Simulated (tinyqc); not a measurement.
From parabola to cone: four-band model of biased bilayer graphene near K.

Basis A1, B1, A2, B2, with B1 below A2; p = kx + i ky, v_j = (sqrt3/2) a g_j. Diagonal -U/2, -U/2, U/2, U/2; <A1|B1> = <A2|B2> = v0 p*, <B1|A2> = g1, <A1|B2> = v3 p, <A1|A2> = <B1|B2> = -v4 p*.

Inputs chosen for the exercise (near those used for Bernal bilayer graphene; not measured data): a = 2.46 angstrom (lattice constant); g0 = 2.99 eV (hopping in a layer); g1 = 0.364 eV (hopping of the dimer sites); g3 = 0 eV (skew hopping A1-B2); g4 = 0 eV (skew hopping A1-A2).

U = 0, along kx. Parabola: v0^2 k^2/g1. Hyperbola: sqrt(g1^2/4 + v0^2 k^2) - g1/2. Then bands 3 and 2 of the full matrix for +kx and band 3 for -kx.

Energies (eV):

| k (1/angstrom) | parabola | hyperbola | band 3, +kx | band 2, +kx | band 3, -kx |
|---|---|---|---|---|---|
| 0.002 | 0.0004 | 0.0004 | 0.0004 | -0.0004 | 0.0004 |
| 0.005 | 0.0028 | 0.0028 | 0.0028 | -0.0028 | 0.0028 |
| 0.010 | 0.0111 | 0.0108 | 0.0108 | -0.0108 | 0.0108 |
| 0.020 | 0.0446 | 0.0402 | 0.0402 | -0.0402 | 0.0402 |
| 0.030 | 0.1003 | 0.0819 | 0.0819 | -0.0819 | 0.0819 |
| 0.050 | 0.2787 | 0.1848 | 0.1848 | -0.1848 | 0.1848 |
| 0.080 | 0.7134 | 0.3591 | 0.3591 | -0.3591 | 0.3591 |
| 0.120 | 1.6052 | 0.6038 | 0.6038 | -0.6038 | 0.6038 |

The parabola is 3 % above the hyperbola at 0.01 and a factor 2.66 at 0.12 1/angstrom, where the slope nears v0. With g3 = g4 = 0 the hyperbola is exact, the bands are isotropic and mirror images.

(tinyqc, `OMP_NUM_THREADS=1 python tinyqc.py 1451429 1451430 out.jsonl`, Intel(R) Xeon(R) Processor @ 2.30GHz, 1 thread, shared host, about 0.03 s.)
